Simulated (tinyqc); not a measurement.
Inside a calculation. Method: tight binding, honeycomb lattice. One step of it, computed by the program tinyqc.

Question. Levels at k. Diagonalise the Hermitian matrix.

H(k) at k (eV):
```
                     A                    B
A             0.392974  -0.078316-3.012663i
B  -0.078316+3.012663i            -0.392855
```

Give: eigenvalues; weights |c|^2 of the basis functions.

Answer.

eigenvalues (eV): -3.0391  3.0392

weights |c|^2 of the basis functions:
```
   band 1  band 2
A  0.4354  0.5646
B  0.5646  0.4354
```
